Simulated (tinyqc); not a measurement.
Hall effect and magnetoresistance of several carrier groups with constant relaxation times: one step, computed by the program tinyqc. Command: `OMP_NUM_THREADS=1 python tinyqc.py 3019063 3019064 out.jsonl hall2 walk`. One thread of a shared host (Intel(R) Xeon(R) Processor @ 2.30GHz), about 0.01 s of CPU time with the checks.

Group 1 has charge +e and group 2 charge +e; s_i is that sign. B lies along z; mu B is formed with mu in m^2/(V s).

Task: Resistivity, Hall coefficient and magnetoresistance. rho_xx = sigma_xx/(sigma_xx^2 + sigma_xy^2); Hall coefficient R_H = sigma_xy/(B (sigma_xx^2 + sigma_xy^2)), with B in V s/cm^2 (1 T = 1e-4 V s/cm^2); magnetoresistance MR = rho_xx(B)/rho_xx(0) - 1. Apparent density 1/(e |R_H|); Hall mobility |R_H|/rho_xx.

Inputs (values chosen for the exercise, for a model conductor): magnetic field B = 0.32 T.

Carriers: light and heavy holes. Densities: per area (a thin layer).

sigma_xx = 0.07919954 S

sigma_xy = 0.003375994 S

sigma at B = 0 = 0.07945194 S

Constants: e = 1.602176634e-19 C.

Give: rho_xx; Hall coefficient R_H; magnetoresistance MR; apparent density; Hall mobility.

Result:

rho_xx = 12.6 ohm

Hall coefficient R_H = 16789 cm^2/C

magnetoresistance MR = 0.137 %

apparent density = 3.72e+14 1/cm^2

Hall mobility = 1332 cm^2/(V s)
